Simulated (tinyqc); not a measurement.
# Hydrogen passivation of interface dangling bonds: competing passivation and dissociation with distributed barriers, step by step

A worked calculation. Computed by tinyqc, a small Python program that keeps every step. Command: `OMP_NUM_THREADS=1 python tinyqc.py 3010747 3010748 out.jsonl passiv walk`. One thread of a shared host (Intel(R) Xeon(R) Processor @ 2.30GHz), about 0.01 s of CPU time with the checks. Intermediate numbers are printed to about 6 digits and carried at full precision; extremes and crossings named in words are read from the listed rows.

P_b + H2 gives P_bH + H at the rate k_f [H2]; P_bH gives P_b + H at the rate k_d. All defects start unpassivated. E_f and E_d are Gaussian and independent.

Inputs (values chosen for the exercise, close to those used for P_b centres at the silicon-oxide interface): defect density N0 = 4.5e+12 1/cm^2; passivation prefactor k_f0 = 3.7e-08 cm^3/s; mean passivation barrier E_f = 1.64 eV; spread sigma_f = 0.066 eV; dissociation prefactor k_d0 = 1.9e+12 1/s; mean dissociation barrier E_d = 2.64 eV; spread sigma_d = 0.11 eV; H2 in the oxide per atm, solubility factor = 1.7e+18 1/(cm^3 atm); hydrogen pressure p = 10 atm; anneal temperature T = 250 C; anneal time t = 1200 s; oxide thickness = 1.6 nm.

Constants: k_B = 8.617333262e-05 eV/K; e = 1.602176634e-19 C; eps_0 = 8.8541878128e-12 F/m.

## Single barriers

[H2] = solubility factor x p; a = k_f0 [H2] exp(-E_f/(k_B T)), d = k_d0 exp(-E_d/(k_B T)). For one pair of barriers the active share is y = [d + a exp(-(a + d) t)]/(a + d). Temperatures in kelvin are T(C) + 273.15.

passivation rate a = 9.99243e-05 1/s

dissociation rate d = 7.01859e-14 1/s

a t = 0.119909

steady active share d/(a + d) = 7.02391e-10

active share, single barriers = 0.887001

The anneal is too short or cold to finish.

## Distributed barriers

Average y over both Gaussians with 40 x 40 Gauss-Hermite points. Active density N0 y; threshold shift if each active defect holds one charge, e N0 y t_ox/(3.9 eps_0).

active share y = 0.797183

active density = 3.58732e+12 1/cm^2

threshold shift = 266.310 mV

The spread changes the remainder by a factor 0.899: sigma_f/(k_B T) = 1.46 and sigma_d/(k_B T) = 2.44.

## Best anneal temperature for this time and pressure

Minimise the averaged y over T between 150 and 900 C: find where ln y is equal at T - 0.05 and T + 0.05 C; T is rounded to 0.1 C.

best temperature = 414.9 C

least active share = 1.61505e-06

Caution: a least active share below 1e-3 is a property of the model; measured passivation levels off well above it. Caution: atomic hydrogen, which both passivates and depassivates, and further passivation during cooling are left out.

## Isochronal anneals

The formulas are those given above.

Active share after the time t:
```
T (C)      a (1/s)      d (1/s)  single barriers  distributed
200    2.13854e-06  1.44104e-16      9.97437e-01  9.90964e-01
250    9.99243e-05  7.01859e-14      8.87001e-01  7.97183e-01
300    2.38742e-03  1.16121e-11      5.69883e-02  1.86227e-01
350    3.42778e-02  8.46313e-10      2.46899e-08  3.29925e-03
400    3.31287e-01  3.26174e-08      9.84567e-08  3.37436e-06
450    2.33970e+00  7.58684e-07      3.24266e-07  2.69783e-06
500    1.28325e+01  1.17466e-05      9.15383e-07  5.84141e-06
600    2.15106e+02  1.09851e-03      5.10682e-06  2.18355e-05
700    2.02009e+03  4.04243e-02      2.00108e-05  6.44336e-05
800    1.24970e+04  7.59731e-01      6.07895e-05  1.58938e-04
```

The distributed share is least at 450 C among these rows, 2.7e-6, and the search puts the optimum at 414.9 C. On the cold side defects with high E_f survive; on the hot side dissociation, with the larger barrier, gains on passivation with an energy E_d - E_f = 1.00 eV. In that row single barriers give 3.2e-7, so the spread raises the floor. Caution: shares below about 1e-3 in these rows are formal; measured passivation levels off well above them.

Checks made by the program: Gauss-Hermite average against a fine uniform grid (relative difference 2e-08).
